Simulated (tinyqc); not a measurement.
# Semiconductor laser, carrier and photon rate equations: what changes with what

Carrier density N and photon density S in one mode: dN/dt = F1 = eta I/(q V) - (A N + B N^2 + C N^3) - vg g S; dS/dt = F2 = G vg g S + G be B N^2 - S/tp, with g = g0 ln(N/Ntr)/(1 + ec S). Output power P = Fo Eph S V/(G tp). No heating, no carrier transport.

Inputs (values chosen for the exercise):
- V = 3.6e-11 cm^3 (active volume)
- G = 0.096 (confinement factor)
- vg = 7.46e9 cm/s (group velocity)
- g0 = 1500 1/cm (gain coefficient)
- Ntr = 1.7e18 cm^-3 (transparency density)
- ec = 6.9e-18 cm^3 (gain compression)
- tp = 3 ps (photon lifetime)
- A = 1.6e8 1/s (defect recombination coefficient)
- B = 9.8e-11 cm^3/s (radiative coefficient)
- C = 1.8e-29 cm^6/s (Auger coefficient)
- be = 0.00095 (share of spontaneous emission into the mode)
- eta = 0.75 (injection efficiency)
- Fo = 0.32 (share of cavity losses that is output)
- Eph = 1.9 eV (photon energy)
- I = 34 mA (drive current)

Constants: q = 1.602176634e-19 C. Results are converted to the units shown.

Each table varies one quantity; the others keep the values above.

## Effect of the gain compression on threshold and bandwidth

gth = 1/(G vg tp), Nth = Ntr exp(gth/g0), Ith = q V (A Nth + B Nth^2 + C Nth^3)/eta. N and S are the steady state (F1 = F2 = 0, S > 0). Jacobian, with a = g0/(N (1 + ec S)) and d = g/(1 + ec S): J11 = -(A + 2 B N + 3 C N^2) - vg a S, J12 = -vg d, J21 = G vg a S + 2 G be B N, J22 = G vg d - 1/tp. wR^2 = det J, gamma = -trace J, fR = wR/(2 pi); the response wR^2/(wR^2 - w^2 + i gamma w) falls to 1/sqrt(2) at w^2 = x + sqrt(x^2 + wR^4), x = wR^2 - gamma^2/2 (f3dB = w/(2 pi)).

The same in every row: Ith (mA) = 8.629.

Effect of the gain compression on threshold and bandwidth:
```
ec (cm^3),P (mW),fR (GHz),gamma (1/ns),f3dB (GHz)
1e-18,11.57,6.220,5.852,9.626
2.2e-18,11.57,6.215,6.223,9.613
4.6e-18,11.56,6.206,6.963,9.588
1e-17,11.55,6.185,8.612,9.527
2.2e-17,11.52,6.140,12.21,9.371
4.6e-17,11.47,6.052,19.11,8.981
1e-16,11.35,5.869,33.41,7.764
```

Read the table: what changes, and by how much?

As ec goes from 1e-18 to 1e-16 cm^3, Ith stays at 8.63 mA, fR falls from 6.22 to 5.87 GHz, gamma rises from 5.85 to 33.4 1/ns and f3dB falls from 9.63 to 7.76 GHz.

## Light against current through threshold

Same model as above.

Results:
```
I (mA),N/Nth,S (cm^-3),P (mW),share of carriers lost by stimulated emission (%)
1.7,0.37043,6.1794e9,7.5243e-5,-0.021359
4.3,0.67483,5.1787e10,6.3058e-4,-0.0086015
6.9,0.88511,2.8710e11,0.0034959,0.067410
8.2,0.97077,1.4204e12,0.017296,0.41833
9.5,0.99874,3.3506e13,0.40799,9.3776
13,1.0001,1.6377e14,1.9942,33.610
26,1.0013,6.4986e14,7.9130,66.728
43,1.0027,1.2856e15,15.655,79.829
```

Estimate the missing row, I = 17 mA.

Computed row:
```
I (mA),N/Nth,S (cm^-3),P (mW),share of carriers lost by stimulated emission (%)
17,1.0005,3.1330e14,3.8149,49.189
```

With this row back in the table: Ith is 8.63 mA. The power rises by a factor of 117 between 6.9 and 9.5 mA, while N/Nth goes only from 0.885 to 0.999. Above threshold N is nearly clamped, reaching 1.003 Nth in the last row through gain compression, and the slope between the last two rows is 0.455 W/A, against Fo eta Eph/q = 0.456 W/A. At I = 1.7 mA N is far below Ntr, where the logarithmic gain law overstates the absorption.

## Effect of the confinement factor on threshold and bandwidth

Same model as above.

Effect of the confinement factor on threshold and bandwidth:
```
G,Ith (mA),P (mW),fR (GHz),gamma (1/ns),f3dB (GHz)
0.064,11.60,10.20,4.406,4.741,6.811
0.082,9.535,11.14,5.481,6.362,8.464
0.11,8.019,11.84,6.842,8.992,10.55
0.14,7.209,12.21,8.059,11.86,12.40
0.17,6.735,12.42,9.118,14.76,14.00
0.22,6.272,12.63,10.65,19.58,16.30
0.29,5.918,12.80,12.47,26.31,18.99
```

As G goes from 0.064 to 0.29, Ith falls from 11.6 to 5.92 mA, fR rises from 4.41 to 12.5 GHz, gamma rises from 4.74 to 26.3 1/ns and f3dB rises from 6.81 to 19.0 GHz.

Numbers from tinyqc (`OMP_NUM_THREADS=1 python tinyqc.py 2840130 2840131 out.jsonl`; about 0.01 s on one thread of a shared Intel Xeon 2.30GHz).
